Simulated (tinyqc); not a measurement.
When the interface binds a state: heterojunction of two tight-binding chains.

Left chain: hopping -t1, sites at 2 t1 (band bottom 0). Right chain: hopping -t2, sites at dE + 2 t2 (bottom dE). t = c/(m a^2), c = hbar^2/2m0. The bond across the interface is -tc with tc = f sqrt(t1 t2), and the last left site has the extra energy U. In a chain E = bottom + 2t (1 - cos(ka)); the surface Green function of a half chain is g = -exp(ika)/t, with Im k > 0 where cos(ka) > 1.

Constants: hbar^2/2m0 = 3.80998211 eV angstrom^2.

Inputs chosen for the exercise (masses and offset of the size met at InGaAs / InP; not measured data): a = 2.8 angstrom (site spacing); m1 = 0.042 m0 (mass on the left); m2 = 0.083 m0 (mass on the right); dE = 0.22 eV (band offset); f = 1 (factor on the interface hopping).

A state below both bands solves E - 2 t1 - U - S1(E) - S2(E) = 0 for E < 0, with S1 = -t1 z1, S2 = -(tc^2/t2) z2 and |z| < 1 the decaying root of z + 1/z = 2 - (E - bottom)/t. Decay lengths -a/ln|z|. The threshold is the U that solves the equation at E = 0. A dash: no bound state.

Interface state:
```
U (eV),E (eV),decay left (angstrom),decay right (angstrom)
-0.61,-,-,-
-1.22,-,-,-
-1.83,-,-,-
-2.24,-0.0031,171.0,14.4
-2.65,-0.0226,63.4,13.8
-3.26,-0.0719,35.5,12.6
-4.07,-0.1640,23.5,11.0
-6.11,-0.5069,13.4,8.0
```

threshold U = -2.0360 eV

What does the comparison show, and why?

The step pushes the state out, so an attraction must exceed 2.0360 eV to bind; 5 of the 8 rows are bound. At U = -6.11 eV the state decays over 13.4 angstrom to the left and 8.0 to the right, where the band lies higher.

(tinyqc, `OMP_NUM_THREADS=1 python tinyqc.py 1480714 1480715 out.jsonl`, Intel(R) Xeon(R) Processor @ 2.30GHz, 1 thread, shared host, about 0.01 s.)
